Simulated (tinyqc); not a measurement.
What moves the results: carrier statistics of a doped semiconductor with parabolic bands. A value that a table varies takes the place of the one given here.

Eg(T) = Eg0 - al T^2/(T + be); m_de = Mv^(2/3) (ml mt^2)^(1/3); m_dh = (mhh^(3/2) + mlh^(3/2))^(2/3); Nc and Nv from N = 2 (m kB T/(4 pi c))^(3/2) with c = hbar^2/2m0, in 1/angstrom^3; times 1e24 for 1/cm^3.

Energies are counted from Ev, so Ec = Eg. n = Nc F_1/2((EF - Eg)/kT), p = Nv F_1/2(-EF/kT), ND+ = ND/(1 + 2 exp((EF - Eg + ED)/kT)), NA- = NA/(1 + 4 exp((EA - EF)/kT)); neutrality asks p + ND+ = n + NA-. F_j(eta) = (1/Gamma(j + 1)) integral_0^infinity x^j dx/(1 + exp(x - eta)), which tends to exp(eta) for eta << 0.

Constants: hbar^2/2m0 = 3.80998211 eV angstrom^2; kB = 8.617333262e-05 eV/K.

Values chosen for the exercise (near those of AlAs; not measured data):
- Eg0 = 2.27 eV (gap at 0 K)
- al = 0.000722 eV/K (Varshni alpha)
- be = 500 K (Varshni beta)
- ml = 0.938 m0 (longitudinal electron mass)
- mt = 0.227 m0 (transverse electron mass)
- Mv = 3 (equivalent valleys)
- mhh = 0.729 m0 (heavy-hole mass)
- mlh = 0.156 m0 (light-hole mass)
- ND = 1.6e+12 1/cm^3 (donors)
- NA = 5.1e+17 1/cm^3 (acceptors)
- ED = 0.0715 eV (donor level below Ec)
- EA = 0.058 eV (acceptor level above Ev)
- T = 250 K

## Temperature

Neutrality solved at each temperature; ni = sqrt(Nc Nv) exp(-Eg/2kT).

Carriers (1/cm^3):
```
T (K)  EF (eV)         n         p  majority / |ND - NA|        ni  Eg (eV)
30      0.0315    <1e-99  2.82e+12              5.54e-06    <1e-99   2.2688
50      0.0338    <1e-99  4.60e+14              0.000901  6.64e-97   2.2667
77      0.0385    <1e-99  6.70e+15                0.0131  1.98e-56   2.2626
120     0.0477  9.84e-75  4.30e+16                0.0844  2.06e-29   2.2532
200     0.0693  3.47e-36  1.66e+17                 0.326  7.62e-10   2.2287
300     0.1041  1.57e-16  3.05e+17                 0.598      6.95   2.1888
450     0.1679   0.00462  4.13e+17                 0.810  4.38e+07   2.1161
600     0.2411  4.10e+04  4.57e+17                 0.896  1.37e+11   2.0337
800     0.3477  9.70e+09  4.81e+17                 0.944  6.84e+13   1.9146
1000    0.4616  2.07e+13  4.92e+17                 0.964  3.19e+15   1.7887
```

Ionisation is incomplete: the majority density is below 90 % of the net doping at 30, 50, 77, 120, 200, 300, 450 and 600 K, down to a share of 5.5e-06. It is within 10 % of the net doping at 800 and 1000 K. The majority density never exceeds the net doping by 10 %; ni is 3.19e+15 1/cm^3 at 1000 K against a net doping of 5.10e+17. EF goes from 0.031 eV to 0.462 eV, where midgap is 0.894 eV and the intrinsic level (Boltzmann) 0.896 eV.

## Doping level

Only acceptors are present (ND = 0); eta is the distance of EF beyond the valence edge in units of kT.

Neutral state:
```
NA (1/cm^3)  EF (eV)  majority (1/cm^3)  ionised share     eta
1.0e+14       0.2538           1.00e+14          1.000  -11.78
1.0e+15       0.2043           9.96e+14          0.996   -9.48
1.0e+16       0.1555           9.58e+15          0.958   -7.22
1.0e+17       0.1112           7.47e+16          0.747   -5.16
1.0e+18       0.0765           3.71e+17          0.371   -3.55
3.0e+18       0.0625           7.06e+17          0.235   -2.90
1.0e+19       0.0480           1.36e+18          0.136   -2.23
3.0e+19       0.0352           2.39e+18          0.080   -1.63
```

The impurity level lies at 0.0580 eV. The ionised share falls from 1.000 to 0.080 as EF passes through it between 3e+18 and 1e+19 1/cm^3 (share 1/5 there); it is below one half from 1e+18 1/cm^3 on. Over the last two rows the doping grows threefold and the majority density by a factor 1.76. EF comes within 3 kT of the majority band edge from 3e+18 1/cm^3 on. Above roughly 2e+19 1/cm^3 (N^(1/3) a = 0.26, with the radius a = sqrt(c/(m E)) from the ionisation energy E and the mass mhh) the levels merge with the band and real ionisation is complete; sharp levels then overstate freeze-out.

## What each input does

Neutrality solved anew for each case. Each row changes one parameter from the base and keeps the others.

Results:
```
case                  EF (eV)  n (1/cm^3)  p (1/cm^3)
base                   0.0857    1.91e-24    2.42e+17
T = 270 K              0.0928    6.13e-21    2.69e+17
ND = 8e+11 1/cm^3      0.0857    1.91e-24    2.42e+17
NA = 2.55e+17 1/cm^3   0.0960    3.06e-24    1.51e+17
Eg0 = 2.32 eV          0.0857    1.87e-25    2.42e+17
mt = 0.2724 m0         0.0857    2.29e-24    2.42e+17
mhh = 0.8748 m0        0.0894    2.26e-24    2.64e+17
EA = 0.087 eV          0.0969    3.20e-24    1.45e+17
```

The largest shifts from the base row, up to three for each result and ties (the steps differ in size, so this ranks the rows, not the parameters). EF (eV): EA +0.0112, NA +0.0102, T +0.0071; unchanged at the printed digits by ND, Eg0 and mt. n (1/cm^3): T +6.13e-21, Eg0 -1.72e-24, EA +1.30e-24; unchanged at the printed digits by ND. p (1/cm^3): EA -9.77e+16, NA -9.12e+16, T +2.68e+16; unchanged at the printed digits by ND, Eg0 and mt.

Computed by tinyqc, a small Python program: `OMP_NUM_THREADS=1 python tinyqc.py 1651034 1651035 out.jsonl` (the numbers bound the seed that draws the inputs); one thread of a shared host (Intel(R) Xeon(R) Processor @ 2.30GHz), about 0.01 s for the whole set of steps.
